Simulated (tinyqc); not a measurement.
The liquidus: liquidus of a compound AB in a simple-solution melt, liquid-phase epitaxy and vapour pressures. Computed by tinyqc, a small Python program. Command: `OMP_NUM_THREADS=1 python tinyqc.py 3008188 3008189 out.jsonl liq35 walk`. One thread of a shared host (Intel(R) Xeon(R) Processor @ 2.30GHz), about 0.04 s of CPU time with the checks.

x is the atom fraction of B in the melt. The melt is a simple solution: R T ln gamma_B = W (1 - x)^2, R T ln gamma_A = W x^2, W = a + b T. The solid AB is stoichiometric.

Inputs (values chosen for the exercise, for a model compound):
```
quantity,value,unit
melting point T_F,976.5,K
entropy of fusion S_F,59.8,J/(mol K)
interaction a,23.4,kJ/mol
interaction slope b,-29.3,J/(mol K)
```

Constants: R = 8.314462618 J/(mol K).

Method. Liquidus (Vieland): f(x) = R T ln[4 x (1 - x)] + 2 W (1/2 - x)^2 + S_F (T_F - T) = 0.

Solubility; ideal: W = 0; dilute: (1/4) exp[-(S_F (T_F - T) + W/2)/(R T)]:
```
T (K),x,ideal,dilute,W (kJ/mol)
488,6.0844e-05,1.8675e-04,6.0823e-05,9.1016
566,6.5936e-04,1.3587e-03,6.5767e-04,6.8162
644,4.0383e-03,6.1362e-03,3.9947e-03,4.5308
723,1.7205e-02,2.0499e-02,1.6699e-02,2.2161
801,5.4941e-02,5.4701e-02,5.1978e-02,-0.0693
879,1.4257e-01,1.2930e-01,1.3226e-01,-2.3547
937,2.6635e-01,2.4429e-01,2.3948e-01,-4.0541
967,3.8494e-01,3.6941e-01,3.1658e-01,-4.9331
```

x over the ideal value is 0.33 in the first row and 1.04 in the last, and lies between 0.33 and 1.10: W > 0 lowers the solubility and W < 0 raises it, by about exp(-W/(2 R T)) when dilute. The dilute form is within 5 % in 4 of the eight rows. Near T_F the liquidus closes as a parabola about x = 1/2.

Extremes, crossings and ranges named in words are read from the listed rows.
